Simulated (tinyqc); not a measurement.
Band offset of a heterojunction with an interface dipole (two-band chains, self-consistent charge): one step. Levels and site charges. Two cases, with inputs chosen for the exercise.

Task: Diagonalise, fill the lower half with two electrons each, and sum the electrons on the left (L) less one a site.

Case 1.

H (eV):
```
           AL1        CL1        AL2        CL2        AR1        CR1        AR2        CR2
AL1  -0.540000  -1.980000          0          0          0          0          0   2.193490
CL1  -1.980000   0.540000  -1.980000          0          0          0          0          0
AL2          0  -1.980000  -0.540000  -1.980000          0          0          0          0
CL2          0          0  -1.980000   0.540000  -2.193490          0          0          0
AR1          0          0          0  -2.193490  -0.815000  -2.430000          0          0
CR1          0          0          0          0  -2.430000  -0.085000  -2.430000          0
AR2          0          0          0          0          0  -2.430000  -0.815000  -2.430000
CR2   2.193490          0          0          0          0          0  -2.430000  -0.085000
```

Case 2.

H (eV):
```
           AL1        CL1        AL2        CL2        AR1        CR1        AR2        CR2
AL1  -0.690000  -1.750000          0          0          0          0          0   2.027930
CL1  -1.750000   0.690000  -1.750000          0          0          0          0          0
AL2          0  -1.750000  -0.690000  -1.750000          0          0          0          0
CL2          0          0  -1.750000   0.690000  -2.027930          0          0          0
AR1          0          0          0  -2.027930  -2.115000  -2.350000          0          0
CR1          0          0          0          0  -2.350000   0.075000  -2.350000          0
AR2          0          0          0          0          0  -2.350000  -2.115000  -2.350000
CR2   2.027930          0          0          0          0          0  -2.350000   0.075000
```

Give: levels; electrons on the sites; q.

Result:

Case 1.

levels (eV): -4.7715  -3.9681  -2.0239  -1.8390  1.4308  1.6266  3.7522  3.9929

electrons on the sites: AL1 1.1703, CL1 0.7518, AL2 1.1964, CL2 0.7486, AR1 1.2004, CR1 0.8724, AR2 1.1793, CR2 0.8809

q = -0.1330 electrons

Case 2.

levels (eV): -5.2416  -3.9789  -2.4078  -1.8455  1.2564  1.3817  3.3233  3.4324

electrons on the sites: AL1 1.2542, CL1 0.6119, AL2 1.2941, CL2 0.5793, AR1 1.4405, CR1 0.6753, AR2 1.4119, CR2 0.7328

q = -0.2605 electrons

Electrons move to the right, the side whose mid-gap lies lower.

Computed by tinyqc, one run a case: `OMP_NUM_THREADS=1 python tinyqc.py N N+1 out.jsonl` with N = 1482206, 1482217; one thread of a shared Intel(R) Xeon(R) Processor @ 2.30GHz, about 0.5 s a run at most.
